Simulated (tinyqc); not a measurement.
Photoconductance decay in a wafer: bulk and surface recombination modes, and iron detection by pair splitting. Changing the thickness W. Computed by tinyqc, a small Python program. Command: `OMP_NUM_THREADS=1 python tinyqc.py 3112124 3112125 out.jsonl pcd sweep`. One thread of a shared host (Intel(R) Xeon(R) Processor @ 2.30GHz), about 0.03 s of CPU time with the checks.

Both faces of the wafer have the same S; injection is low and all coefficients are constant. x runs from -W/2 to W/2.

Inputs (values chosen for the exercise, modelled on p-type silicon): diffusivity D = 33.4 cm^2/s; bulk lifetime tau_b without iron = 2700 microsecond; surface recombination velocity S = 12 cm/s.

Method. Even modes cos(a x) obey b tan b = S W/(2 D) with b = a W/2, odd modes sin(a x) obey -b cot b = S W/(2 D); each decays at the rate 1/tau_b + D a^2. tau_eff is the decay time of the first mode. The surface time is 1/(D a^2) of that mode; shortcuts for it are W/(2 S), W^2/(pi^2 D) and their sum, whose error is sum/surface time - 1.

One run for each value:
```
thickness W (micrometre)  tau_eff (microsecond)  surface time (microsecond)  tau_eff/tau_b
20                                         80.8                        83.3        0.02994
36                                        142.1                       150.0        0.05264
63                                        239.3                       262.6        0.08864
110                                       392.0                       458.6        0.14520
200                                       637.4                       834.3        0.23606
360                                       965.6                      1503.2        0.35764
630                                      1333.5                      2634.9        0.49390
1100                                     1703.2                      4613.6        0.63082
2000                                     2045.2                      8433.4        0.75749
```

Over the rows, tau_eff (microsecond) rises from 80.8 to 2050 (exponent d ln y / d ln x 0.96 between the first rows and 0.31 between the last); surface time (microsecond) rises from 83.3 to 8430 (exponent d ln y / d ln x about 1.0 throughout); tau_eff/tau_b rises from 0.0299 to 0.757 (exponent d ln y / d ln x 0.96 between the first rows and 0.31 between the last). The exponent of surface time stays between 1.00 and 1.01, near 1: slow surfaces, W/(2 S). Plotting 1/tau_eff against 1/W separates bulk and surface while W/(2 S) is the larger part of the surface time.

Extremes, crossings and ranges named in words are read from the listed rows.
